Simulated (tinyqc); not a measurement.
From ratio k_q/k_cl back to temperature T: harmonic transition-state theory with quantum, tunnelling and friction corrections. Computed by tinyqc, a small Python program. Command: `OMP_NUM_THREADS=1 python tinyqc.py 3029111 3029112 out.jsonl rates inv`. One thread of a shared host (Intel(R) Xeon(R) Processor @ 2.30GHz), about 0.02 s of CPU time with the checks.

One atom hops between equivalent sites; three modes at the minimum and two real modes at the saddle are treated as harmonic, the rest of the crystal as unchanged; melting is ignored, so hot rows may lie above the melting point.

Inputs (values chosen for the exercise, modelled on interstitial hydrogen in silicon): barrier E_b = 0.482 eV.

Lattice of sites: three-dimensional.

frequencies at the minimum (THz): [34.1, 38, 42.1]

real frequencies at the saddle (THz): [59, 66.6]

Constants: h x 1 THz = 4.135667696 meV; k_B = 8.617333262e-05 eV/K.

Method:
- Vineyard: nu* = product of minimum frequencies / product of real saddle frequencies; k_cl = nu* exp(-E_b/(k_B T)).
- Quantum harmonic: k_q = (k_B T/h) [prod 2 sinh(x_i/2) (minimum) / prod 2 sinh(x_j/2) (saddle)] exp(-E_b/(k_B T)), x = h nu/(k_B T).
- Zero-point correction to the barrier = (h/2)(sum of saddle frequencies - sum of minimum frequencies).

Problem. A run gave the result below. Find the temperature T, known to lie between 280 and 610 K.

ratio k_q/k_cl = 0.2246917

Solution.

Each step takes the trial c = (a f_b - b f_a)/(f_b - f_a), f being the result less the target and a, b, c the logarithms of the listed values; c replaces end b, the old b replaces a if the sign of f changed, and otherwise f_a is halved.

Scan of the range:
```
temperature T (K),ratio k_q/k_cl
280,0.157395
319,0.200908
363,0.251106
413,0.307878
471,0.371430
536,0.437864
610,0.505974
```

False position (Illinois rule, in the logarithm of the input) inside the bracket:
```
step,end a,end b,trial,ratio k_q/k_cl
1,319.000,363.000,339.139,0.223823
2,363.000,339.139,339.874,0.224662
3,363.000,339.874,339.924,0.224719
4,339.874,339.924,339.900,0.224692
5,339.924,339.900,339.900,0.224692
```

Ratio k_q/k_cl rises at every point of a 13-point scan of the range (every second point is shown), so one value fits; it is bracketed by 319 and 363. Answer: temperature T = 339.9 K.
